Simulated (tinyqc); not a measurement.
Vacuum evaporation: vapour pressure, source flux, thickness distribution, purity and step coverage: one step, computed by the program tinyqc. Command: `OMP_NUM_THREADS=1 python tinyqc.py 3111594 3111595 out.jsonl evap walk`. One thread of a shared host (Intel(R) Xeon(R) Processor @ 2.30GHz), about 0.01 s of CPU time with the checks.

Molecular flow, unit sticking of the metal, no re-evaporation. The background gas is taken as water vapour (18.015 g/mol, collision diameter 0.37 nm) at 300 K.

Task: Offset source and rotation. Rotating wafer, source offset by s and facing upwards: thickness at radius r is the mean over the angle a of (1 + (r^2 + s^2 - 2 r s cos a)/h^2)^(-(n + 3)/2), by 360 equal steps; non-uniformity (max - min)/(max + min) over 21 radii from 0 to R.

Inputs (values chosen for the exercise, modelled on nickel, with constants for the liquid):
```
quantity,value,unit
directionality n,1,-
source-to-wafer distance h,61,cm
wafer radius R,15,cm
source offset from the axis s/h,0.74,-
```

Give: centre thickness relative to an axial source; edge over centre, rotating; non-uniformity, rotating.

Result:

centre thickness relative to an axial source = 0.4175

edge over centre, rotating = 1.002

non-uniformity, rotating = 0.1109 %
